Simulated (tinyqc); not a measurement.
Five-level k.p model folded onto the conduction band: one step. Mass and g factor term by term. Three cases, with inputs chosen for the exercise.

Problem. Evaluate at E = Eg.

Second-order sums for the lowest conduction level at E: 1/m = 1 + Cm + (Ep/3)(2/E + 1/(E + Dso)) - (Ep2/3)(2/(E7 + D2 - E) + 1/(E7 - E)); g/2 = 1 + Cg - (Ep/3)(1/E - 1/(E + Dso)) - (Ep2/3)(1/(E7 - E) - 1/(E7 + D2 - E)). E is counted from the top of the valence band; E = Eg at the edge.

Case 1.

Values chosen (near those of InSb; shifted at random, so the results belong to these values and not to a real crystal):
- Eg = 0.224 eV (gap at Gamma to the s-like level)
- Dso = 0.764 eV (spin-orbit splitting)
- Ep = 22.7 eV (Kane energy)
- E7 = 3.08 eV (upper Gamma7 conduction level, from the valence top)
- D2 = 0.32 eV (its spin-orbit splitting, Gamma8 above Gamma7)
- Ep2 = 1.1 eV (Kane energy to the upper levels)
- Cm = -2 (remote term in 1/m)
- Cg = 0 (remote term in g/2)

Case 2.

Values chosen (near those of CdTe; shifted at random, so the results belong to these values and not to a real crystal):
- Eg = 1.697 eV (gap at Gamma to the s-like level)
- Dso = 0.909 eV (spin-orbit splitting)
- Ep = 18.5 eV (Kane energy)
- E7 = 5.28 eV (upper Gamma7 conduction level, from the valence top)
- D2 = 0.31 eV (its spin-orbit splitting, Gamma8 above Gamma7)
- Ep2 = 1.7 eV (Kane energy to the upper levels)
- Cm = 0.3 (remote term in 1/m)
- Cg = 0 (remote term in g/2)

Case 3.

Values chosen (near those of InSb; shifted at random, so the results belong to these values and not to a real crystal):
- Eg = 0.233 eV (gap at Gamma to the s-like level)
- Dso = 0.817 eV (spin-orbit splitting)
- Ep = 23.4 eV (Kane energy)
- E7 = 3.12 eV (upper Gamma7 conduction level, from the valence top)
- D2 = 0.34 eV (its spin-orbit splitting, Gamma8 above Gamma7)
- Ep2 = 5.5 eV (Kane energy to the upper levels)
- Cm = -2.1 (remote term in 1/m)
- Cg = -0.02 (remote term in g/2)

Give: Terms; m; g.

Solution.

Case 1.

Terms:
```
level           part of 1/m  part of g
free + remote       -1.0000     2.0000
Gamma8 valence      67.5595   -67.5595
Gamma7 valence       7.6586    15.3171
Gamma8 upper        -0.2309     0.2309
Gamma7 upper        -0.1284    -0.2568
```

m = 0.0135 m0
g = -50.268

The valence levels give 75.22 to 1/m and the upper levels take 0.36 away. In g the two valence terms nearly cancel when Dso is small against Eg; here Dso/Eg = 3.41 and they leave -52.242, the upper pair -0.026.

Case 2.

Terms:
```
level           part of 1/m  part of g
free + remote        1.3000     2.0000
Gamma8 valence       7.2677    -7.2677
Gamma7 valence       2.3663     4.7327
Gamma8 upper        -0.2911     0.2911
Gamma7 upper        -0.1582    -0.3163
```

m = 0.0954 m0
g = -0.560

The valence levels give 9.63 to 1/m and the upper levels take 0.45 away. In g the two valence terms nearly cancel when Dso is small against Eg; here Dso/Eg = 0.54 and they leave -2.535, the upper pair -0.025. This nearly cancels the free value 2, so 5 % in Ep moves g by about 0.1.

Case 3.

Terms:
```
level           part of 1/m  part of g
free + remote       -1.1000     1.9600
Gamma8 valence      66.9528   -66.9528
Gamma7 valence       7.4286    14.8571
Gamma8 upper        -1.1362     1.1362
Gamma7 upper        -0.6350    -1.2701
```

m = 0.0140 m0
g = -50.269

The valence levels give 74.38 to 1/m and the upper levels take 1.77 away. In g the two valence terms nearly cancel when Dso is small against Eg; here Dso/Eg = 3.51 and they leave -52.096, the upper pair -0.134.

Computed by tinyqc, one run a case: `OMP_NUM_THREADS=1 python tinyqc.py N N+1 out.jsonl` with N = 1050906, 1050926, 1051042; one thread of a shared Intel(R) Xeon(R) Processor @ 2.30GHz, about 0.01 s a run at most.
